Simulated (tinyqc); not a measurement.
# Resistance of a source-drain extension with a graded tip: two studies

y runs along the channel, the gate covers y > 0. The doping is N0 for y < y0 and N0 10^(-(y - y0)/la) beyond, uniform over the depth xj. Sheet conductance s(y) = q mu(N) max(N - Nch, 0) xj + (for y > 0) ma Cox Vo, with mu(N) = u0 + (u1 - u0)/(1 + (N/Nr)^au) and Cox = eps0 eox/tox. Current is taken as one-dimensional; depletion of the tip, spreading and the contact are left out. The metallurgical junction lies at yj, where N = Nch.

Values chosen for this exercise; mobility law close to that of holes in silicon:
- eox = 8.88 (relative permittivity of the gate insulator (close to aluminium oxide))
- tox = 5.2 nm (insulator thickness)
- N0 = 5.7e19 cm^-3 (active doping of the extension far from the gate)
- la = 2 nm/decade (lateral abruptness)
- y0 = 1.9 nm (position under the gate where the fall begins (gate edge at 0))
- xj = 14 nm (depth of the extension)
- Nch = 5.2e17 cm^-3 (channel doping)
- Ls = 8 nm (spacer length)
- Vo = 0.78 V (gate overdrive)
- ma = 68 cm^2/(V s) (mobility of the gate-induced layer)
- u1 = 470.5 cm^2/(V s) (mobility at low doping)
- u0 = 44.9 cm^2/(V s) (mobility at high doping)
- Nr = 2.23e17 cm^-3 (reference doping)
- au = 0.719 (exponent)
- Lg = 60 nm (gate length)

Constants: q = 1.602176634e-19 C, eps0 = 8.8541878128e-14 F/cm where lengths are in cm. Results are converted to the units shown.

Each table varies one quantity; the others keep the values above.

## Abruptness at a fixed junction position

R_spacer = integral of dy/s from -Ls to 0, R_ov from 0 to yj, R_channel = (Lg - 2 yj)/(ma Cox Vo), R_total = 2 R_spacer + 2 R_ov + R_channel. Electrical length L_eff = ma Cox dR_total/d(1/Vo); R_series = R_total - L_eff/(ma Cox Vo). y0 is moved with la so that yj stays at 5.9797 nm.

The same in every row: yj (nm) = 5.980; R_channel (ohm um) = 599.0.

Abruptness at a fixed junction position:
```
la (nm/decade)  R_spacer (ohm um)  R_ov (ohm um)  R_total (ohm um)  L_eff (nm)  R_series (ohm um)
1                           11.99          17.73             658.5       49.39              42.61
1.7                         11.99          24.54             672.1       50.24              45.64
2.4                         11.99          31.35             685.7       51.09              48.68
3.2                         12.16          39.01             701.4       52.05              52.29
3.9                         14.20          44.37             716.2       52.83              57.41
4.6                         18.59          48.40             733.0       53.50              65.86
5.3                         25.13          51.48             752.3       54.07              77.99
6.1                         34.95          54.20             777.3       54.62              96.24
```

Read the table: what changes, and by how much?

As la goes from 1 to 6.1 nm/decade, R_total rises from 658 to 777 ohm um, R_spacer rises from 12.0 to 34.9 ohm um and R_ov rises from 17.7 to 54.2 ohm um. R_total changes on average by 23.3 ohm um for each nm/decade. L_eff exceeds the metallurgical length by 1.35 nm in the first row and 6.58 nm in the last, since the gate also controls the lightly doped tips.

## Effect of the gate overdrive

Same model as above.

The same in every row: yj (nm) = 5.980; R_spacer (ohm um) = 11.99.

Effect of the gate overdrive:
```
Vo (V)  R_ov (ohm um)  R_channel (ohm um)  R_total (ohm um)  L_eff (nm)  R_series (ohm um)
0.15            63.14                3115              3265       48.87              96.20
0.3             45.90                1557              1673       49.44              70.56
0.45            37.30                1038              1137       49.87              58.98
0.6             31.89               778.7             866.5       50.24              52.19
0.75            28.09               623.0             703.2       50.55              47.67
0.9             25.24               519.2             593.6       50.82              44.43
1.05            23.01               445.0             515.0       51.07              41.98
1.2             21.19               389.4             455.7       51.29              40.06
```

What does the comparison show?

As Vo goes from 0.15 to 1.2, R_total falls from 3270 to 456 ohm um, L_eff rises from 48.9 to 51.3 nm and R_series falls from 96.2 to 40.1 ohm um. Both extracted quantities depend on the overdrive at which they are taken.

Computed by the program tinyqc: `OMP_NUM_THREADS=1 python tinyqc.py 2282040 2282041 out.jsonl`, one thread of a shared Intel Xeon 2.30GHz, about 0.05 s for the whole run.
